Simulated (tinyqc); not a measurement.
## Radius from the resistance

Inverse problem. Two half-spaces of a free-electron metal (one valley, spin 2) meet through a circular opening of radius a in an insulating sheet. kF = (3 pi^2 n)^(1/3), resistivity rho = hbar kF/(n q^2 l). Maxwell: RM = rho/(2 a); Sharvin: RS = 4 rho l/(3 pi a^2); interpolation R = RS + gamma RM, gamma = (1 + 0.83 K)/(1 + 1.33 K), K = l/a. Find a.

Parameters, values chosen for the exercise:
- n = 1.2e20 cm^-3 (free-electron density)
- l = 3.6 nm (mean free path)

Constants: q = 1.602176634e-19 C, hbar = 1.054571817e-34 J s. Results are converted to the units shown.

R = 1143.3976 ohm

Solution. R falls steadily as a grows, so there is one root, found by bisection.

a = 7.900 nm
K = 0.4557

Computed by the program tinyqc: `OMP_NUM_THREADS=1 python tinyqc.py 2760101 2760102 out.jsonl`, one thread of a shared Intel Xeon 2.30GHz, about 0.01 s for the whole run.
